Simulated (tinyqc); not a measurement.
Off-state leakage of single and stacked transistors: two steps of the calculation.

n-channel devices of unit width. Subthreshold current I(Vg, Vs, Vd) = I0 (T/300 K)^0.5 exp[(Vg - Vs - VT(T) - gb (Vs - Vb) + dd (Vd - Vs))/(nf Vt)] (1 - exp(-(Vd - Vs)/Vt)), VT(T) = VT - cT (T - 300 K). Gate-edge tunnelling Ig (Vd/1 V) exp(ag (Vd - 1 V)), for a gate at 0 V, and band-to-band leakage Ab u exp(-Bb/u), u = Vd - Vb + 1 V, flow at a drain held at V; both are taken as independent of T. In a stack of off transistors (all gates at 0 V) the same subthreshold current passes through each.

Inputs (values chosen for the exercise); values of the order met in bulk silicon logic transistors: temperature T = 300 K; supply voltage V = 0.7 V; threshold at 300 K, zero drain and body bias VT = 0.47 V; fall of the threshold with temperature cT = 0.8 mV/K; current at threshold at 300 K I0 = 0.89 uA/um; slope factor nf = 1.38; drain-induced lowering per volt dd = 0.08; rise of the threshold per volt of source-body bias gb = 0.12; gate-edge tunnelling current at 1 V Ig = 9e-5 uA/um; exponential slope of the gate current ag = 5.5 1/V; prefactor of band-to-band leakage at the drain Ab = 10 uA/(um V); its exponential voltage Bb = 28 V; body voltage Vb = -0.3 V.

Constants: q = 1.602176634e-19 C, kB = 1.380649e-23 J/K, Vt = kB T/q. Results are converted to the units shown.

Problem 1. Leakage of one transistor. Vg = Vs = 0, Vd = V; effective threshold VT(T) - gb Vb - dd V.

Wanted: effective threshold; parts; total; shares.

Solution 1.

effective threshold = 0.4500 V
parts (nA/um): subthreshold 0.002961, gate edge 0.01210, band-to-band 0.01663
total = 0.03169 nA/um
shares (%): subthreshold 9.342, gate edge 38.18, band-to-band 52.48

The band-to-band part is the largest.

Problem 2. New Vx. Stack of two, Vx the node between them: I_low = I(0, 0, Vx), I_up = I(0, Vx, V), f = ln(I_up/I_low), f' = -(1 + gb + 2 dd)/(nf Vt) - 1/(Vt (exp(Vx/Vt) - 1)) - 1/(Vt (exp((V - Vx)/Vt) - 1)), Vx(new) = Vx - f/f'.

Vx after iteration 1 = 0.048321304 V

Find: I_low; I_up; f; f'; Vx after iteration 2.

Solution 2.

I_low = 5.8071e-4 nA/um
I_up = 5.8276e-4 nA/um
f = 0.0035243
f' = -42.934 1/V
Vx after iteration 2 = 0.048403 V

Numbers from tinyqc (`OMP_NUM_THREADS=1 python tinyqc.py 2242205 2242206 out.jsonl`; about 0.03 s on one thread of a shared Intel Xeon 2.30GHz).
